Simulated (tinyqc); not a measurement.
# Finite-size error of a charged defect in a periodic cell: Madelung and Makov-Payne terms, step by step

A worked calculation. Computed by tinyqc, a small Python program that keeps every step. Command: `OMP_NUM_THREADS=1 python tinyqc.py 3013215 3013216 out.jsonl imagecharge walk`. One thread of a shared host (Intel(R) Xeon(R) Processor @ 2.30GHz), about 0.03 s of CPU time with the checks. Intermediate numbers are printed to about 6 digits and carried at full precision; extremes and crossings named in words are read from the listed rows.

L is the cube root of the cell volume. The defect charge is a Gaussian, rho(r) = q (2 pi sigma^2)^(-3/2) exp(-r^2/2 sigma^2), repeated periodically in a uniform neutralising background and screened by a continuum. The model cell energy is E(L) = E_0 + [periodic - isolated electrostatic energy].

Inputs (values chosen for the exercise, with screening close to that of GaP): charge q = -2 e; cell length L = 19.2 angstrom; dielectric constant eps = 10.8; axis ratio c/a = 0.79; width sigma of the defect charge = 2 angstrom; formation energy of the isolated defect E_0 = 2.732 eV.

Supercell lattice: tetragonal. Screening: isotropic.

scatter added to the six cells, standing for numerical noise (meV): [5.1, -13, 2.7, -0.36, -1.5, -11]

Constants: e^2/(4 pi eps_0) = 14.39964548 eV angstrom.

## The cell

Cell vectors: (1,0,0), (0,1,0), (0,0,c/a), scaled to volume L^3.

cell vectors (rows) (angstrom):
$$\begin{pmatrix}
20.7695 & 0.0000 & 0.0000 \\
0.0000 & 20.7695 & 0.0000 \\
0.0000 & 0.0000 & 16.4079
\end{pmatrix}$$

nearest image = 16.4079 angstrom

## Madelung energy

Ewald sum for a unit point charge: scale each Cartesian component of the cell by 1/sqrt(eps_i), giving R', G' and V'; E = [ (1/2) sum erfc(eta R')/R' + (2 pi/V') sum exp(-G'^2/4 eta^2)/G'^2 - eta/sqrt(pi) - pi/(2 V' eta^2) ] e^2/(4 pi eps_0) / sqrt(eps_x eps_y eps_z), over n_i = -6..6, omitting n = (0,0,0), eta = 2/V'^(1/3). alpha = -2 E eps_g L/(e^2/(4 pi eps_0)), eps_g = (eps_x eps_y eps_z)^(1/3).

terms for a unit charge (eV): real space 0.0015768, reciprocal 0.0073949, self -0.0783577, background -0.0272701

Madelung constant alpha = 2.78377

point-charge correction -q^2 E = 0.386625 eV

Cubic cells have alpha = 2.837 (sc) to 2.888 (fcc, bcc); this cell is near that range.

## Energy of the smeared charge in the cell

Periodic energy of the Gaussian: (2 pi q^2/V) sum_(G != 0) exp(-sigma^2 G^2)/(G.eps.G) x e^2/(4 pi eps_0), n_i = -k..k with k = max(9, L/sigma rounded up). Isolated energy: q^2/(2 sqrt(pi) sigma) <1/(n.eps.n)> e^2/(4 pi eps_0), the mean over directions n, here 1/eps.

periodic energy = 0.384547 eV

isolated energy = 0.752234 eV

finite-size error = -0.367687 eV

E(L) = 2.36431 eV

## Makov-Payne correction

Second radial moment Q = q <r^2> = 3 q sigma^2; E(corrected) = E(L) + q^2 alpha e^2/(4 pi eps_0)/(2 eps L) - 2 pi q Q e^2/(4 pi eps_0)/(3 eps L^3). Errors left are the corrected energies less E_0.

Q = -24 e angstrom^2

third-order term = -0.0189376 eV

error left after the first term = 0.0189376 eV

error left after both terms = 0 eV

third-order over first-order term, in size = 0.0489818

The point-charge term alone overcorrects by 0.0189 eV, 5 % of itself; both terms together are exact to 1e-7 eV, since the clouds do not overlap.

## A series of cells

Cells of the same shape with L scaled by 0.7, 0.85, 1, 1.25, 1.5 and 2; the scatter is added to E(L). The point-charge correction scales as 1/L from its value at the input L.

Scaling data:
```
L (angstrom)  1/L (1/angstrom)  E(L) (eV)  E(L) + point-charge correction (eV)
13.44                0.0744048    2.23997                              2.79229
16.32                0.0612745    2.29498                              2.74984
19.20                0.0520833    2.36701                              2.75364
24.00                0.0416667    2.43204                              2.74134
28.80                0.0347222    2.47836                              2.73611
38.40                0.0260417    2.53005                              2.72337
```

## Ways to reach the isolated limit

Least-squares fits of E(L) to a + b/L, a + c/L^3 or a + b/L + c/L^3; the estimate is a, and errors are against E_0.

Estimates of E_0:
```
way                              estimate (eV)  error (meV)
largest cell, uncorrected              2.53005     -201.945
largest cell, point-charge term        2.72337       -8.633
1/L fit, three smallest                2.65044      -81.558
1/L fit, all six                       2.68989      -42.108
1/L^3 fit, all six                     2.49836     -233.639
1/L and 1/L^3, three smallest          3.08996      357.955
1/L and 1/L^3, all six                 2.72170      -10.299
corrected data, 1/L^3 fit              2.72628       -5.720
```

coefficient b of the full fit = -7.27407 eV angstrom

Best here: corrected data, 1/L^3 fit (-5.7 meV); worst: 1/L and 1/L^3, three smallest (+358 meV). The fitted b is 98.0 % of the Madelung value -q^2 alpha e^2/(8 pi eps_0 eps_g), so such a fit also measures the screening. A pure 1/L fit lands below E_0, because the positive 1/L^3 term flattens the small-cell points.

Checks made by the program: the same sum with another eta (relative difference below 1e-10); both terms against the exact model when the clouds do not overlap (relative difference below 1e-10).
